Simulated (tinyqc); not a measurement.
Microkinetic model of a Langmuir-Hinshelwood surface reaction A + (1/2) B2 = AB with Bronsted-Evans-Polanyi barriers: one step, computed by the program tinyqc. Command: `OMP_NUM_THREADS=1 python tinyqc.py 3009396 3009397 out.jsonl microkin walk`. One thread of a shared host (Intel(R) Xeon(R) Processor @ 2.30GHz), about 0.01 s of CPU time with the checks.

A adsorbs in equilibrium; B2 dissociates irreversibly on two free sites; adsorbed A and B react irreversibly and AB leaves at once. theta_A + theta_B + theta_* = 1.

Question. Steady state in closed form. theta_A = K_A p_A theta_*; 2 k1 p_B theta_*^2 = k2 theta_A theta_B, so theta_B = w theta_* with w = 2 k1 p_B/(k2 K_A p_A); theta_* = 1/(1 + K_A p_A + w); rate r = k2 theta_A theta_B.

Inputs (values chosen for the exercise, for a model catalyst): pressure p_A = 0.035 bar; pressure p_B = 0.33 bar; temperature T = 750 K.

K_A = 165.0070 1/bar

k1 = 940.1959 1/(bar s)

k2 = 917.2059 1/s

Give: w; theta_*; theta_A; theta_B; rate r.

Answer.

w = 0.11715

theta_* = 0.14509

theta_A = 0.83792

theta_B = 0.016996

rate r = 13.062 1/s per site

The surface is covered by A, which blocks dissociation.
